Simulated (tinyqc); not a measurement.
# Resistance of a source-drain extension with a graded tip, step by step

tinyqc, about 0.04 s, one thread, Intel Xeon 2.30GHz (shared host): `OMP_NUM_THREADS=1 python tinyqc.py 2282023 2282024 out.jsonl` Printed values are rounded.

y runs along the channel, the gate covers y > 0. The doping is N0 for y < y0 and N0 10^(-(y - y0)/la) beyond, uniform over the depth xj. Sheet conductance s(y) = q mu(N) max(N - Nch, 0) xj + (for y > 0) ma Cox Vo, with mu(N) = u0 + (u1 - u0)/(1 + (N/Nr)^au) and Cox = eps0 eox/tox. Current is taken as one-dimensional; depletion of the tip, spreading and the contact are left out. The metallurgical junction lies at yj, where N = Nch.

Inputs (values chosen for the exercise); mobility law close to that of holes in silicon:
```
symbol,value,unit,meaning
eox,3.9,,relative permittivity of the gate insulator (close to silicon dioxide)
tox,3.7,nm,insulator thickness
N0,2.6e20,cm^-3,active doping of the extension far from the gate
la,2.6,nm/decade,lateral abruptness
y0,1.7,nm,position under the gate where the fall begins (gate edge at 0)
xj,11,nm,depth of the extension
Nch,5.9e17,cm^-3,channel doping
Vo,0.6,V,gate overdrive
ma,76,cm^2/(V s),mobility of the gate-induced layer
u1,470.5,cm^2/(V s),mobility at low doping
u0,44.9,cm^2/(V s),mobility at high doping
Nr,2.23e17,cm^-3,reference doping
au,0.719,,exponent
Lg,45,nm,gate length
```

Constants: q = 1.602176634e-19 C, eps0 = 8.8541878128e-14 F/cm where lengths are in cm. Results are converted to the units shown.

## Sheet resistances and junction position

yj = y0 + la log10(N0/Nch); sheet resistance of the full extension 1/[q mu(N0)(N0 - Nch) xj] and of the gate-induced layer 1/(ma Cox Vo); metallurgical length Lg - 2 yj; ye is where the doped and the gate-induced conductances are equal.

yj = 8.574715 nm
sheet resistance of the extension = 460.1127 ohm/square
sheet resistance of the induced layer = 23497.60 ohm/square
metallurgical length = 27.85057 nm
ye = 6.758268 nm
N at ye = 2.947715e18 cm^-3

The gate takes over 1.82 nm before the junction, where N is still 5.00 times the channel doping.

## Resistance of the overlapped part

Midpoint rule on 12 equal steps from 0 to yj: R_ov = sum h/s(y), per width.

| point | y (nm) | N (cm^-3) | doped conductance (uS) | sheet resistance (ohm/square) |
|---|---|---|---|---|
| 0 | 0.3572798 | 2.6e20 | 2173.381 | 451.2762 |
| 1 | 1.071839 | 2.6e20 | 2173.381 | 451.2762 |
| 2 | 1.786399 | 2.408479e20 | 2019.199 | 485.0234 |
| 3 | 2.500959 | 1.279123e20 | 1105.714 | 870.8743 |
| 4 | 3.215518 | 6.793314e19 | 614.2747 | 1522.459 |
| 5 | 3.930078 | 3.607872e19 | 347.8000 | 2561.754 |
| 6 | 4.644638 | 1.916110e19 | 201.4057 | 4098.978 |
| 7 | 5.359197 | 1.017630e19 | 119.1830 | 6182.742 |
| 8 | 6.073757 | 5.404546e18 | 71.24387 | 8787.237 |
| 9 | 6.788316 | 2.870308e18 | 41.54551 | 11890.18 |
| 10 | 7.502876 | 1.524397e18 | 21.45904 | 15620.96 |
| 11 | 8.217436 | 8.095941e17 | 6.407653 | 20422.67 |

R_ov = 52.410 ohm um

The exact integral is 52.616 ohm um; the coarse sum is 0.39 % below it.
